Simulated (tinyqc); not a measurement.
Range and order of the fit: effective mass of the heavy-hole band from tabulated energies.

c = hbar^2/2m0.
Constants: hbar^2/2m0 = 3.80998211 eV angstrom^2.

Energies along [110], from the band edge downward:

| k (1/angstrom) | E (meV) |
|---|---|
| 0.000000 | 0.00000 |
| 0.030000 | 4.95300 |
| 0.060000 | 19.76100 |
| 0.090000 | 44.27180 |
| 0.120000 | 78.23340 |
| 0.150000 | 121.29950 |
| 0.180000 | 173.04000 |
| 0.210000 | 232.95950 |
| 0.240000 | 300.52660 |

reference mass (curvature of the model at k = 0.0001 1/angstrom) = 0.691713 m0

Least-squares fits of E = a k^2 (+ b k^4 + d k^6) over points 1 to n, and the line y = c k^2/E against E; errors of m against the reference.

Results:

| n | E at point n (meV) | one term (%) | two terms (%) | three terms (%) | line (%) | rms residual, one term (meV) |
|---|---|---|---|---|---|---|
| 3 | 44.3 | 0.70 | 0.00 | 0.00 | 0.00 | 0.048 |
| 4 | 78.2 | 1.19 | 0.00 | 0.00 | -0.01 | 0.146 |
| 5 | 121.3 | 1.81 | 0.01 | 0.00 | -0.01 | 0.341 |
| 6 | 173.0 | 2.56 | 0.03 | 0.00 | -0.02 | 0.676 |
| 7 | 233.0 | 3.43 | 0.06 | -0.01 | -0.03 | 1.199 |
| 8 | 300.5 | 4.42 | 0.12 | -0.02 | -0.04 | 1.957 |

What does the comparison show?

The error of the parabola goes from +0.70 to +4.42 % as the range widens, and at n = 8 its residual, 1.96 meV, is only 0.7 % of the top energy: a small residual does not vouch for the mass. Over the full range (n = 8) the best form is three terms (0.02 %); the line errs by 0.00 % at n = 3 and -0.04 % at n = 8. Without scatter, a narrower range or a second term is the cure: at n = 8 the errors are +4.42, +0.12 and -0.02 % for one, two and three terms. Three terms on three points interpolate exactly.

(tinyqc, `OMP_NUM_THREADS=1 python tinyqc.py 1881039 1881040 out.jsonl`, Intel(R) Xeon(R) Processor @ 2.30GHz, 1 thread, shared host, about 0.01 s.)
